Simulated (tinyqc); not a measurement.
# Resistance of a tapered via with liner, size effect and interface: two fill metals against the diameter

A round via whose diameter grows from db at the bottom as D(z) = db + 2 z/tan(ang). The fill, of diameter D - 2 tl, starts above the bottom liner (thickness fb tl) and has rho = rho0 (1 + ks lam/(D - 2 tl)); the sidewall liner conducts in parallel with it. The bottom liner and the interface are crossed over the full area pi db^2/4. Spreading in the lines above and below is left out.

Slices between z0 = fb tl and hv, evaluated at their midpoints: conductance per length pi/4 [(D - 2 tl)^2/rho + (D^2 - (D - 2 tl)^2)/rl], slice resistance = slice height over that. 2000 slices. R_fill = sum of the slices; R_bottom = rl fb tl/(pi db^2/4); R_interface = ri/(pi db^2/4). The second fill has rho2, lam2 and tl2 in place of rho0, lam and tl.

Values chosen for this exercise; fill metal close to ruthenium: height hv = 21 nm; sidewall angle ang = 88 degrees; bulk resistivity of the fill rho0 = 7.75 uohm cm; mean free path of the fill lam = 6.49 nm; size-effect factor ks = 1.4; liner on the sidewall tl = 0.6 nm; liner at the bottom over that on the sidewall fb = 0.7; resistivity of the liner rl = 230 uohm cm; interface resistivity at the bottom ri = 4.2e-12 ohm cm^2; ballistic conductance per area, about 3/(4 rho0 lam) Sb = 1.5e15 S/m^2; bulk resistivity of the second fill (close to copper) rho2 = 1.68 uohm cm; its mean free path lam2 = 40.1 nm; its liner tl2 = 2.3 nm.

Two fill metals against the diameter:

| db (nm) | R, first fill (ohm) | R, second fill (ohm) | ratio second/first |
|---|---|---|---|
| 8.5 | 90.455 | 269.29 | 2.9771 |
| 12 | 39.259 | 81.835 | 2.0845 |
| 17 | 17.534 | 30.370 | 1.7321 |
| 24 | 8.1204 | 12.915 | 1.5904 |
| 35 | 3.5841 | 5.4724 | 1.5268 |
| 49 | 1.7561 | 2.6404 | 1.5036 |
| 70 | 0.83427 | 1.2460 | 1.4935 |
| 100 | 0.39991 | 0.59587 | 1.4900 |

The ratio goes from 2.98 to 1.49. The first fill gives the lower R in every row.

Computed by the program tinyqc: `OMP_NUM_THREADS=1 python tinyqc.py 2750064 2750065 out.jsonl`, one thread of a shared Intel Xeon 2.30GHz, about 0.01 s for the whole run.
